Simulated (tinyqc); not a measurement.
Width of the well: exciton in a hard-walled quantum well (variational).

Electron and hole in the lowest states cos(pi z/L) of a hard-walled well; relative motion in the plane exp(-rho/lam). E(lam) = c/(mu lam^2) - (q/eps) <1/r>, <1/r> = integral over k from 0 to infinity of F(kL) (1 + (k lam/2)^2)^(-3/2), F(x) = [3x + 8 pi^2/x - 32 pi^4 (1 - exp(-x))/(x^2 (x^2 + 4 pi^2))]/(x^2 + 4 pi^2); c = hbar^2/2m0, q = e^2/(4 pi eps0). E is counted from the subband edge.

Constants: hbar^2/2m0 = 3.80998211 eV angstrom^2; e^2/(4 pi eps0) = 14.39964547 eV angstrom.

Values chosen for the exercise (out of a larger set: near those of GaN; not measured data): eps = 9.4 (dielectric constant); Ls = (5, 10, 17, 30, 54, 93, 202) angstrom (widths).

mu = 0.156348 m0
Ry* = 24.0745 meV
a* = 31.815 angstrom

The minimum for each width. The strength per area goes as |phi(0)|^2 = 2/(pi lam^2), listed relative to the strict two-dimensional value.

Results:

| L (angstrom) | L/a* | lam (angstrom) | binding (meV) | in Ry* | strength |
|---|---|---|---|---|---|
| 5 | 0.16 | 19.0 | 79.71 | 3.311 | 0.704 |
| 10 | 0.31 | 21.2 | 70.11 | 2.912 | 0.565 |
| 17 | 0.53 | 23.7 | 61.18 | 2.541 | 0.451 |
| 30 | 0.94 | 27.5 | 50.81 | 2.111 | 0.336 |
| 54 | 1.70 | 32.9 | 40.12 | 1.667 | 0.234 |
| 93 | 2.92 | 39.8 | 31.04 | 1.289 | 0.160 |
| 202 | 6.35 | 53.8 | 20.32 | 0.844 | 0.087 |

What does the comparison show, and why?

The binding falls from 3.31 to 0.84 Ry*. It drops below the bulk value Ry* between 93 and 202 angstrom, which is a failure of the trial function: it has no correlation along z, so it cannot reach the bulk limit. Even at L = 0.16 a* only 83 % of the two-dimensional limit is reached. With finite barriers the binding would peak at some width and fall again as the carriers leak out.

Program tinyqc; command `OMP_NUM_THREADS=1 python tinyqc.py 1282660 1282661 out.jsonl`; about 0.01 s on one thread of a shared Intel(R) Xeon(R) Processor @ 2.30GHz.
